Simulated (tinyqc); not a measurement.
# Worked calculation: off-state leakage of single and stacked transistors

Computed by the program tinyqc: `OMP_NUM_THREADS=1 python tinyqc.py 2242269 2242270 out.jsonl`, one thread of a shared Intel Xeon 2.30GHz, about 0.03 s for the whole run. Printed values are rounded.

n-channel devices of unit width. Subthreshold current I(Vg, Vs, Vd) = I0 (T/300 K)^0.5 exp[(Vg - Vs - VT(T) - gb (Vs - Vb) + dd (Vd - Vs))/(nf Vt)] (1 - exp(-(Vd - Vs)/Vt)), VT(T) = VT - cT (T - 300 K). Gate-edge tunnelling Ig (Vd/1 V) exp(ag (Vd - 1 V)), for a gate at 0 V, and band-to-band leakage Ab u exp(-Bb/u), u = Vd - Vb + 1 V, flow at a drain held at V; both are taken as independent of T. In a stack of off transistors (all gates at 0 V) the same subthreshold current passes through each.

Parameters, values chosen for the exercise; values of the order met in bulk silicon logic transistors:
```
symbol,value,unit,meaning
T,300,K,temperature
V,1.1,V,supply voltage
VT,0.29,V,"threshold at 300 K, zero drain and body bias"
cT,0.6,mV/K,fall of the threshold with temperature
I0,0.61,uA/um,current at threshold at 300 K
nf,1.31,,slope factor
dd,0.12,,drain-induced lowering per volt
gb,0.12,,rise of the threshold per volt of source-body bias
Ig,1e-5,uA/um,gate-edge tunnelling current at 1 V
ag,3.6,1/V,exponential slope of the gate current
Ab,40,uA/(um V),prefactor of band-to-band leakage at the drain
Bb,27,V,its exponential voltage
Vb,0,V,body voltage
```

Constants: q = 1.602176634e-19 C, kB = 1.380649e-23 J/K, Vt = kB T/q. Results are converted to the units shown.

## Leakage of one transistor

Vg = Vs = 0, Vd = V; effective threshold VT(T) - gb Vb - dd V.

effective threshold = 0.158 V
parts (nA/um): subthreshold 5.74327, gate edge 0.0157666, band-to-band 0.219025
total = 5.97806 nA/um
shares (%): subthreshold 96.0725, gate edge 0.263741, band-to-band 3.66381

The subthreshold part is the largest.

## Starting value

Vx = dd V/(1 + gb + 2 dd), the solution for Vx well above Vt, rounded to three decimals.

Vx at the start = 0.097 V

## Iteration 1: new Vx

Stack of two, Vx the node between them: I_low = I(0, 0, Vx), I_up = I(0, Vx, V), f = ln(I_up/I_low), f' = -(1 + gb + 2 dd)/(nf Vt) - 1/(Vt (exp(Vx/Vt) - 1)) - 1/(Vt (exp((V - Vx)/Vt) - 1)), Vx(new) = Vx - f/f'.

I_low = 0.160460 nA/um
I_up = 0.164704 nA/um
f = 0.0261098
f' = -41.0877 1/V
Vx after iteration 1 = 0.0976355 V

## Iteration 2: new Vx

As before.

I_low = 0.160915 nA/um
I_up = 0.160916 nA/um
f = 7.37126e-6
f' = -41.0646 1/V
Vx after iteration 2 = 0.0976356 V

## Course of the iteration

Stop when the step is below 1e-11 V, or after 40 iterations.

Course of the iteration:
```
iteration  Vx before the step (V)  step (V)
1                           0.097   6.35e-4
2                       0.0976355   1.80e-7
3                       0.0976356  1.41e-14
```

Converged in 3 iterations. The subthreshold current of the stack is 0.1609 nA/um, 35.7 times less than that of one transistor (the drain leakage is unchanged); the estimate exp[dd V (1 + gb + dd)/((1 + gb + 2 dd) nf Vt)] gives 34.9.
